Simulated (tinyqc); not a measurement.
Band offsets from two capacitances.

Question. A p-n heterojunction (1: p-type, 2: n-type) in the depletion approximation obeys 1/C^2 = 2 (er1 N1 + er2 N2)(Vbi - V)/(q eps0 er1 er2 N1 N2), with Vbi = dEc + Eg1 - Vt ln(Nc2 Nv1/(N1 N2)), dEc = Ec2 - Ec1 and dEv = Eg2 - Eg1 - dEc. Find N2, Vbi, dEc and dEv.

Values chosen for this exercise; band and dielectric values close to those of CdTe and CdS: temperature T = 300 K; band gap of material 1 Eg1 = 1.51 eV; relative permittivity of material 1 er1 = 10.4; valence-band density of states of material 1 Nv1 = 1.81e19 cm^-3; band gap of material 2 Eg2 = 2.4 eV; relative permittivity of material 2 er2 = 8.93; conduction-band density of states of material 2 Nc2 = 2.21e18 cm^-3; acceptor density of material 1 N1 = 2.1e17 cm^-3.

Constants: q = 1.602176634e-19 C, kB = 1.380649e-23 J/K, Vt = kB T/q, eps0 = 8.8541878128e-14 F/cm where lengths are in cm. Results are converted to the units shown.

C at V = -0.1 and -4.9 V (nF/cm^2): 34.811667  15.927799

Answer. The slope of 1/C^2 against -V is (2/(q eps0)) (1/(er2 N2) + 1/(er1 N1)), which gives N2; the intercept is Vbi, and the offsets follow.

N2 = 2.700e16 cm^-3
Vbi = 1.171 V
dEc = -0.1100 eV
dEv = 1.000 eV

tinyqc, about 0.05 s, one thread, Intel Xeon 2.30GHz (shared host): `OMP_NUM_THREADS=1 python tinyqc.py 2040090 2040091 out.jsonl`
